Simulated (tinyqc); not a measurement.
What moves the results: free and nearly free electrons in a metal. A value that a table varies takes the place of the one given here.

The cubic cell holds 4 atoms: n = 4 z/a^3, kF = (3 pi^2 n)^(1/3), EF = c kF^2/m, vF = 2 c kF/(m hbar), c = hbar^2/2m0; rs = (3/(4 pi n))^(1/3)/a0; D(EF) = 3 n/(2 EF).

Square wire of width w with grain size w: rho/rho0 = 1/(1 - 3 al/2 + 3 al^2 - 3 al^3 ln(1 + 1/al)) + (3/4) (1 - p) l/w, with al = (l/w) Rg/(1 - Rg) (Mayadas-Shatzkes plus the thick-wire form of Fuchs-Sondheimer); l = hbar kF/(n e^2 rho), e = 1.602176634e-19 C.

Constants: hbar^2/2m0 = 3.80998211 eV angstrom^2; hbar = 6.58211957e-16 eV s; a0 (Bohr radius) = 0.5291772105 angstrom.

Parameters, chosen for this exercise (near those of Al; shifted at random, so the results belong to these values and not to a real crystal):
```
symbol  value  unit          meaning
a       4.083  angstrom      fcc lattice constant
z       3                    free electrons an atom
m       1      m0            mass
rho     2.93   micro-ohm cm  bulk resistivity
p       0                    specularity of the surfaces
Rg      0.39                 reflection at grain boundaries
w       20     nm            wire width
```

## Resistivity of narrow wires

Wires:
```
w (nm)     al  grain term (factor - 1)  surface term  rho (micro-ohm cm)
200     0.044                    0.065         0.052                3.27
100     0.088                    0.129         0.103                3.61
50      0.176                    0.254         0.207                4.28
30      0.294                    0.418         0.345                5.16
20      0.441                    0.620         0.517                6.26
14      0.630                    0.878         0.739                7.67
10      0.882                    1.219         1.035                9.53
7       1.260                    1.728         1.478               12.32
```

l = 13.80 nm

How do the results move?

At 7 nm the resistivity is 4.21 times the bulk value; grain boundaries add more (1.73 from grains, 1.48 from surfaces). It passes twice the bulk value between 30 and 20 nm. The surface formula is meant for w above l = 14 nm, so the rows below that are rough.

## What sets the wire resistivity

All results formed anew. Each row changes one parameter from the base and keeps the others.

Results:
```
case                      EF (eV)  l (nm)  wire rho (micro-ohm cm)
base                       11.465   13.80                    6.263
a = 4.205 angstrom         10.809   14.63                    6.462
m = 1.2 m0                  9.554   13.80                    6.263
rho = 3.516 micro-ohm cm   11.465   11.50                    6.857
p = 0.3                    11.465   13.80                    5.808
Rg = 0.273                 11.465   13.80                    5.528
w = 14 nm                  11.465   13.80                    7.667
```

What does this show?

The largest shifts from the base row, up to three for each result and ties (the steps differ in size, so this ranks the rows, not the parameters). EF (eV): m -1.911, a -0.656; unchanged at the printed digits by rho, p, Rg and w. l (nm): rho -2.30, a +0.84; unchanged at the printed digits by m, p, Rg and w. wire rho (micro-ohm cm): w +1.404, Rg -0.735, rho +0.595; unchanged at the printed digits by m. The mass drops out of l at given rho, because vF falls and tau rises by the same factor.

tinyqc: `OMP_NUM_THREADS=1 python tinyqc.py 1651658 1651659 out.jsonl`; about 0.01 s, one thread, shared Intel(R) Xeon(R) Processor @ 2.30GHz.
